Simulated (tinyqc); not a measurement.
Tight binding, kagome lattice, step by step. One step of it, computed by the program tinyqc.

Task: Levels at K. Diagonalise the Hermitian matrix.

H(k) at K (eV), order A, B, C:
$$\begin{pmatrix}
0.000000 & -0.290000+0.502295i & -0.290000-0.502295i \\
-0.290000-0.502295i & 0.000000 & -0.290000+0.502295i \\
-0.290000+0.502295i & -0.290000-0.502295i & 0.500000
\end{pmatrix}$$

Give: eigenvalues; weights |c|^2 of the basis functions.

Result:

eigenvalues (eV): [-0.580, -0.281, 1.361]

weights |c|^2 of the basis functions, order A, B, C:
$$\begin{pmatrix}
0.500 & 0.238 & 0.262 \\
0.500 & 0.238 & 0.262 \\
0.000 & 0.524 & 0.476
\end{pmatrix}$$
